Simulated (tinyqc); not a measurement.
# Threshold-voltage variability of a planar MOSFET, analytic estimates: a gate of 8 grains

Three independent sources add in quadrature: random dopants in the depleted layer, metal-gate grains of two orientations, and roughness of the two gate edges acting through the roll-off VT = VT(long) - Vr exp(-L/l). These are first-order estimates: no three-dimensional electrostatics, no percolation.

Each of 8 equal grains has the higher work function with probability p; the threshold shift is dW (j/8 - p) for j such grains, and the off current changes by exp(-shift/(n Vt)).

Parameters, values chosen for the exercise; material values close to those of silicon: temperature T = 293 K; work-function difference of the two grain orientations dW = 0.15 eV; share of the orientation of higher work function p = 0.5; subthreshold factor n = 1.2.

Constants: q = 1.602176634e-19 C, kB = 1.380649e-23 J/K, Vt = kB T/q. Results are converted to the units shown.

Distribution:

| j | probability | shift (mV) | Ioff factor | probability x factor |
|---|---|---|---|---|
| 0 | 0.0039062 | -75.000 | 11.886 | 0.046430 |
| 1 | 0.031250 | -56.250 | 6.4015 | 0.20005 |
| 2 | 0.10938 | -37.500 | 3.4476 | 0.37708 |
| 3 | 0.21875 | -18.750 | 1.8568 | 0.40617 |
| 4 | 0.27344 | 0.000 | 1.0000 | 0.27344 |
| 5 | 0.21875 | 18.750 | 0.53857 | 0.11781 |
| 6 | 0.10938 | 37.500 | 0.29006 | 0.031725 |
| 7 | 0.031250 | 56.250 | 0.15621 | 0.0048817 |
| 8 | 0.0039062 | 75.000 | 0.084132 | 3.2864e-4 |

What does the comparison show?

The standard deviation is dW sqrt(p (1 - p)/8) = 26.5 mV. The mean off current is 1.46 times the nominal one; the log-normal formula exp(s^2/(2 (n Vt)^2)) gives 1.47. Devices with j = 3, 22 % of all, carry 28 % of the mean leakage.

tinyqc, about 0.01 s, one thread, Intel Xeon 2.30GHz (shared host): `OMP_NUM_THREADS=1 python tinyqc.py 2090092 2090093 out.jsonl`
